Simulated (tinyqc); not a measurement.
Lossy package transmission line with skin effect: one step of the calculation.

A uniform line in a homogeneous dielectric: c = sqrt(er)/(c0 Z0), l = Z0 sqrt(er)/c0 (c0 = 299792458 m/s), g = w c td, w = 2 pi f. The resistance joins its limits as r = sqrt(r_dc^2 + r_hf^2), with r_dc = rho/(wd th), r_hf = kr rho/(2 delta (wd + th)), delta = sqrt(rho/(pi f mu0)), mu0 = 4 pi 1e-7 H/m; this is an interpolation, and internal inductance, up to 0.05 nH/mm at low frequency, is neglected.

Task. Propagation constant and impedance. gamma = sqrt((r + i w l)(g + i w c)) = alpha + i beta, Zc = sqrt((r + i w l)/(g + i w c)), roots with positive real part; loss 8.685889638 alpha in dB; phase velocity w/beta.

Parameters, values chosen for the exercise: length len = 9.3 mm; frequency f = 0.22 GHz.

r = 0.10741456 ohm/mm
l = 0.41016178 nH/mm
c = 113.93383 pF/m
g = 0 S/m

Find: gamma len; Zc; loss; phase velocity over c0; r/(w l).

Result.

gamma len = 0.00829+0.08827i
Zc = 60.27-5.66i ohm
loss = 0.007741 dB/mm
phase velocity over c0 = 0.4858
r/(w l) = 0.1895

Numbers from tinyqc (`OMP_NUM_THREADS=1 python tinyqc.py 2810103 2810104 out.jsonl`; about 0.01 s on one thread of a shared Intel Xeon 2.30GHz).
